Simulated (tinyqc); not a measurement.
What moves the coefficients: Boltzmann transport in a parabolic band with a power-law relaxation time.

F_j(eta) = (1/Gamma(j + 1)) integral_0^infinity x^j dx/(1 + exp(x - eta)), which tends to exp(eta) for eta << 0.

n = N F_1/2(eta) with N = 2 (m kB T/(4 pi c))^(3/2) with c = hbar^2/2m0, in 1/angstrom^3; times 1e24 for 1/cm^3, m = md.

tau = tau0 x^r with x = E/kT. With K_j = Gamma(j + 1) F_j(eta): <tau> = tau0 (r + 3/2) K_(r+1/2)/((3/2) K_(1/2)); mu = <tau>/(mc m0/e), m0/e = 5.685630e-12 kg/C; Hall factor rH = (3/2) K_(1/2) (2r + 3/2) K_(2r+1/2)/((r + 3/2) K_(r+1/2))^2; Seebeck S = -(kB/e) [(r + 5/2) K_(r+3/2)/((r + 3/2) K_(r+1/2)) - eta]; Lorenz number L = (kB/e)^2 [(r + 7/2) K_(r+5/2)/((r + 3/2) K_(r+1/2)) - ((r + 5/2) K_(r+3/2)/((r + 3/2) K_(r+1/2)))^2]; kB/e in V/K. Valley anisotropy is left out of rH.

Constants: hbar^2/2m0 = 3.80998211 eV angstrom^2; kB = 8.617333262e-05 eV/K.

Values chosen for the exercise (masses near those of Si; tau0 is set for a mobility of the usual size at this n, kL is a free input; freeze-out and phonon drag, which matter near 77 K, are left out; not measured data): md = 1.053 m0 (density-of-states mass); mc = 0.2568 m0 (conductivity mass); tau0 = 1.5 fs (tau at E = kT); r = 1.5 (exponent of tau); T = 400 K; kL = 11 W/(m K) (lattice thermal conductivity); n = 7.9e+19 1/cm^3 (electron density).

sigma = e n mu with e = 1.602176634e-19 C; ZT = S^2 sigma T/(kL + L sigma T).

One parameter was then changed.

Results before and after:
```
case     mu (cm^2/(V s))  sigma (S/cm)  S (microvolt/K)     ZT
base               67.30         851.8           -278.8  0.221
changed            67.30         851.8           -278.8  0.410
```

Which of these changes was made? (a) mc = 0.3338 m0; (b) kL = 5.5 W/(m K); (c) md = 1.369 m0; (d) T = 450 K; (e) tau0 = 2.25 fs; (f) n = 1.58e+20 1/cm^3.

Answer: (b) kL = 5.5 W/(m K). Of the candidates, run in turn, only this one gives the changed row.

All candidates:
```
case                 mu (cm^2/(V s))  sigma (S/cm)  S (microvolt/K)     ZT
base                           67.30         851.8           -278.8  0.221
md = 1.369 m0                  60.32         763.4           -315.2  0.256
mc = 0.3338 m0                 51.77         655.3           -278.8  0.174
n = 1.58e+20 1/cm^3            89.52          2266           -215.3  0.312
tau0 = 2.25 fs                 100.9          1278           -278.8  0.319
kL = 5.5 W/(m K)               67.30         851.8           -278.8  0.410
T = 450 K                      63.81         807.6           -295.2  0.263
```

The row for T keeps tau0 fixed; for phonon scattering tau0 itself falls as T rises.

Computed by tinyqc, a small Python program: `OMP_NUM_THREADS=1 python tinyqc.py 1652259 1652260 out.jsonl` (the numbers bound the seed that draws the inputs); one thread of a shared host (Intel(R) Xeon(R) Processor @ 2.30GHz), about 0.02 s for the whole set of steps.
